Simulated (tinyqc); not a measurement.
What moves the results: optical transitions of a finite quantum well. A value that a table varies takes the place of the one given here.

Each carrier sees a square well of width L with its own depth V and masses m (inside), mb (outside); c = hbar^2/2m0, k = sqrt(m E/c), kappa = sqrt(mb (V - E)/c), and level n solves k L + 2 atan[(k/m)/(kappa/mb)] = n pi. The envelope is cos(kz) for odd n and sin(kz) for even n inside, joins exp(-kappa (|z| - L/2)) outside, and is normalised to 1. Excitons and band mixing are left out.

Constants: hbar^2/2m0 = 3.80998211 eV angstrom^2; e^2/(4 pi eps0) = 14.39964547 eV angstrom; hc = 1239.841984 eV nm.

Inputs chosen for the exercise (near those of a GaAs well in AlGaAs; shifted at random, so the results belong to these values and not to a real crystal):
- L = 159 angstrom (well width)
- Vc = 0.146 eV (conduction offset)
- me = 0.0667 m0 (electron, well)
- meb = 0.0819 m0 (electron, barrier)
- eps = 11.4 (background dielectric constant)
- Nss = (0.055, 0.14, 0.28, 0.55, 0.83, 1.1, 1.7) x 1e12/cm^2 (sheet densities)
- Eg = 1.494 eV (gap of the well)
- Vv = 0.076 eV (valence offset)
- mh = 0.34 m0 (heavy hole along z, well)
- mhb = 0.383 m0 (heavy hole, barrier)
- ml = 0.0903 m0 (light hole along z, well)
- mlb = 0.109 m0 (light hole, barrier)
- Ls = (34, 49, 69, 89, 117, 134, 205) angstrom (widths)

## Depolarisation shift

The collective line lies at E12 sqrt(1 + a), a = 8 pi q (n1 - n2) S/(eps E12), q = e^2/(4 pi eps0), S = integral over z of (integral up to z of psi_1 psi_2)^2. Zero temperature with the mass me in both subbands: n1 - n2 = Ns until Ns reaches D E12, D = me/(2 pi c), and D E12 beyond. 1e12/cm^2 = 1e-4/angstrom^2; exchange and the static band bending by the charge are left out.

Line position:
```
Ns (1e12/cm^2)  n1 - n2       a  line (meV)  shift (meV)
0.055             0.055  0.0499       41.12         0.99
0.14              0.140  0.1269       42.60         2.47
0.28              0.280  0.2538       44.93         4.81
0.55              0.550  0.4986       49.12         9.00
0.83              0.830  0.7524       53.12        12.99
1.1               1.100  0.9972       56.71        16.58
1.7               1.118  1.0136       56.94        16.81
```

S = 11.459 angstrom
E12 = 40.13 meV

The upward shift grows from 0.99 to 16.81 meV, 41.9 % of E12 at most. It stops moving once e2 starts to fill, at Ns = 1.12 e12/cm^2. For small a the shift is a E12/2, linear in Ns; in the last row that rule gives 20.34 meV. S/L = 0.0721, against 5/(9 pi^2) = 0.0563 for hard walls.

## Width of the well

Edge wavelength hc/(Eg + e1 + hh1), squared e1-hh1 overlap, lh1 - hh1, and the 1-2 intersubband energy with f_12 = (m1/c) E12 z_12^2, 1/m1 = <1|1/m|1> (dash: e2 unbound).

Results:
```
L (angstrom)  edge (nm)  overlap^2  lh1 - hh1 (meV)  E12 (meV)   f_12
34                771.0     0.9306             20.4          -      -
49                787.0     0.9540             18.8          -      -
69                800.2     0.9702             15.3       98.9  0.704
89                808.3     0.9791             12.2       84.3  0.975
117               815.1     0.9860              9.0       61.7  0.985
134               817.8     0.9886              7.6       51.4  0.980
205               823.7     0.9942              4.2       27.0  0.968
```

The edge tunes from 771 to 824 nm, towards hc/Eg = 830 nm, while the overlap goes from 0.931 to 0.994. e2 binds at L = pi sqrt(c/(me Vc)) = 62.1 angstrom; f_12 starts from zero there and is 0.704 at 69 angstrom, the rest going to the continuum; among the widths listed it peaks at 0.985 (117 angstrom) and is 0.968 in the widest well, against 0.961 for hard walls.

## What each parameter does

Edge wavelength hc/(Eg + e1 + hh1), squared overlap of e1 and hh1, and the confinement energies. Each row changes one parameter from the base and keeps the others.

Results:
```
case              edge (nm)  overlap^2  e1 (meV)  hh1 (meV)
base                  820.6     0.9913      13.6        3.2
L = 175 angstrom      821.9     0.9925      11.7        2.7
Eg = 1.524 eV         804.6     0.9913      13.6        3.2
Vc = 0.168 eV         820.4     0.9939      14.1        3.2
Vv = 0.091 eV         820.6     0.9887      13.6        3.3
me = 0.0734 m0        821.0     0.9937      12.9        3.2
mh = 0.289 m0         820.4     0.9942      13.6        3.6
meb = 0.0983 m0       820.9     0.9900      13.1        3.2
```

The largest shifts from the base row, up to three for each result and ties (the steps differ in size, so this ranks the rows, not the parameters). edge (nm): Eg -16.0, L +1.3, me +0.4; unchanged at the printed digits by Vv. overlap^2: mh +0.0029, Vc +0.0026, Vv -0.0025; unchanged at the printed digits by Eg. e1 (meV): L -1.9, me -0.8, meb -0.5; unchanged at the printed digits by Eg, Vv and mh. hh1 (meV): L -0.5, mh +0.4, Vv +0.1; unchanged at the printed digits by Eg, Vc, me and meb.

Program tinyqc; command `OMP_NUM_THREADS=1 python tinyqc.py 1281773 1281774 out.jsonl`; about 0.08 s on one thread of a shared Intel(R) Xeon(R) Processor @ 2.30GHz.
